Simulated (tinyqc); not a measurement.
What each parameter does: six-band k.p model of the valence band of a wurtzite crystal.

At k = 0: E1 = D1c + D2c + Te + Le (pure HH); E2, E3 = Le + u +/- sqrt(u^2 + 2 D3c^2), u = (D1c - D2c + Te)/2, D1c = Dcr, D2c = D3c = Dso/3. The weight of LH in state 2 is fL = (E2 - Le)^2/((E2 - Le)^2 + 2 D3c^2). Relative strengths of transitions to the conduction band: for E perpendicular to c (TE) 1/2, fL/2, (1 - fL)/2; for E along c (TM) 0, 1 - fL, fL, with one momentum element for both directions.

Strain of a c-plane layer: exx = eyy = e_par, ezz = -2 (C13/C33) e_par; Le = D1 ezz + D2 (exx + eyy), Te = D3 ezz + D4 (exx + eyy).

Conduction edge: Ec = (top of the unstrained valence band) + Eg + (a1 + D1) ezz + (a2 + D2)(exx + eyy).

Inputs chosen for the exercise (near those of AlN; the results hold for these values, not for the real material): Dcr = -0.1777 eV (crystal-field splitting); Dso = 0.0197 eV (spin-orbit splitting); Eg = 6.196 eV (direct gap at Gamma from the top of the unstrained valence band); a1 = -3.46 eV (gap potential along c); a2 = -12.32 eV (gap potential in the plane); D1 = -17.71 eV; D2 = 8.07 eV; D3 = 8.6 eV; D4 = -4.04 eV; C13 = 111 GPa; C33 = 383 GPa; e_par = 0.0207 (exx = eyy of a c-plane layer).

Splittings at k = 0 under the strain, fL and the lowest transition.

One parameter was then changed.

Results before and after:

| case | E1 - E2 (meV) | E1 - E3 (meV) | fL | lowest transition (eV) |
|---|---|---|---|---|
| base | -441.77 | 13.32 | 0.0004 | 5.7277 |
| changed | -443.01 | 10.63 | 0.0003 | 5.7276 |

Which of these changes was made? (a) D2 = 6.456 eV; (b) C13 = 88.8 GPa; (c) Dcr = -0.14216 eV; (d) D4 = -4.848 eV; (e) D3 = 6.88 eV; (f) C33 = 459.6 GPa; (g) Dso = 0.01576 eV; (h) a2 = -9.856 eV.

Answer: (g) Dso = 0.01576 eV. Of the candidates, run in turn, only this one gives the changed row.

All candidates:

| case | E1 - E2 (meV) | E1 - E3 (meV) | fL | lowest transition (eV) |
|---|---|---|---|---|
| base | -441.77 | 13.32 | 0.0004 | 5.7277 |
| C13 = 88.8 GPa | -421.14 | 13.33 | 0.0005 | 5.7194 |
| C33 = 459.6 GPa | -424.58 | 13.33 | 0.0004 | 5.7208 |
| D3 = 6.88 eV | -421.14 | 13.33 | 0.0005 | 5.7277 |
| D2 = 6.456 eV | -441.77 | 13.32 | 0.0004 | 5.7277 |
| Dcr = -0.14216 eV | -406.24 | 13.34 | 0.0005 | 5.7278 |
| Dso = 0.01576 eV | -443.01 | 10.63 | 0.0003 | 5.7276 |
| a2 = -9.856 eV | -441.77 | 13.32 | 0.0004 | 5.8298 |
| D4 = -4.848 eV | -475.20 | 13.31 | 0.0004 | 5.7278 |

D1 and D2 shift all valence edges and the conduction edge alike, so they drop out of splittings and transitions.

Program tinyqc; command `OMP_NUM_THREADS=1 python tinyqc.py 1080028 1080029 out.jsonl`; about 0.01 s on one thread of a shared Intel(R) Xeon(R) Processor @ 2.30GHz.
